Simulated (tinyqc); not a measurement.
## Undoped symmetric double-gate MOSFET, analytic potential model: effect of the temperature

An undoped body of thickness ts between two equal insulators and tied gates; long channel, electrons only, n = ni exp((psi - V)/Vt) with V the quasi-Fermi potential (0 at the source, Vd at the drain), constant mobility, no quantisation. Across the body psi(x) = V - 2 Vt ln[(ts/(2 beta)) sqrt(q ni/(2 eps0 eps_r Vt)) cos(2 beta x/ts)], x from the centre. Q is the electron charge per area of the whole body.

Nc and Nv are given at 325 K and scale as (T/325 K)^1.5; Eg and mu are held fixed. ni = sqrt(Nc Nv) exp(-Eg/(2 Vt)), Eg in volts; r = eps_r tox/(eox ts); V0 = dphi + 2 Vt ln[(2/ts) sqrt(2 eps0 eps_r Vt/(q ni))]. beta (between 0 and pi/2) solves (Vg - V0 - V)/(2 Vt) = ln(beta) - ln(cos beta) + 2 r beta tan(beta). Q = 8 eps0 eps_r Vt beta tan(beta)/ts; I = mu (1/L)(4 eps0 eps_r/ts)(2 Vt)^2 [g(beta_s) - g(beta_d)] per width, g = beta tan(beta) - beta^2/2 + r beta^2 tan^2(beta), with beta_s at V = 0 and beta_d at V = Vd.  I(low) is taken at Vg = 0.68 V, Qs and I(high) at Vg = 1.43 V.

Inputs (values chosen for the exercise); material values those of a made-up semiconductor: band gap Eg = 1.6 eV; relative permittivity of the semiconductor eps_r = 13.8; conduction-band density of states at the reference temperature Nc = 4.97e17 cm^-3; valence-band density of states at the reference temperature Nv = 1.16e19 cm^-3; relative permittivity of the gate insulator eox = 7.32; insulator thickness tox = 3.7 nm; body thickness ts = 6 nm; gate work function less that of the intrinsic body dphi = 0.11 V; channel mobility mu = 520 cm^2/(V s); gate length L = 0.5 um; drain voltage Vd = 1 V.

Constants: q = 1.602176634e-19 C, kB = 1.380649e-23 J/K, Vt = kB T/q, eps0 = 8.8541878128e-14 F/cm where lengths are in cm. Results are converted to the units shown.

Result of one run:
```
T (K)   V0 (V)  I(low) (nA/um)  Qs(high) (nC/cm^2)  I(high) (uA/um)
250    0.92751        0.080555              1531.7           403.91
```

What becomes of these results when the temperature T is changed from 250 to 310 K, all else the same?

Result of the changed run:
```
T (K)   V0 (V)  I(low) (nA/um)  Qs(high) (nC/cm^2)  I(high) (uA/um)
310    0.92884          1.0888              1511.7           404.86
```

The whole series:
```
T (K)   V0 (V)  I(low) (nA/um)  Qs(high) (nC/cm^2)  I(high) (uA/um)
220    0.92662        0.013647              1545.2           404.83
250    0.92751        0.080555              1531.7           403.91
280    0.92824         0.33565              1520.7           403.96
310    0.92884          1.0888              1511.7           404.86
340    0.92931          2.9313              1504.4           406.49
370    0.92966          6.8401              1498.8           408.77
400    0.92991          14.266              1494.6           411.63
430    0.93006          27.194              1491.6           415.02
```

As T goes from 220 to 430 K, I(low) rises from 0.0136 to 27.2 nA/um and I(high) goes from 405 through a minimum of 404 (at T = 250 K among the rows listed) to 415 uA/um. V0 stays near 0.929 V. In every row the surface density at the source at the higher gate voltage passes 0.3 Nc, where Boltzmann statistics fail. In every row mu V/L at the higher gate voltage, with V the smaller of Vd and Vg - V0, passes 3e6 cm/s, so velocity saturation would lower the current. In every row the mobility is held fixed, though a real one changes with T. In every row the body is thin enough for quantum confinement, left out here, to raise the threshold.

Program tinyqc, `OMP_NUM_THREADS=1 python tinyqc.py 2440053 2440054 out.jsonl`; Intel Xeon 2.30GHz, shared host, one thread, about 0.01 s.
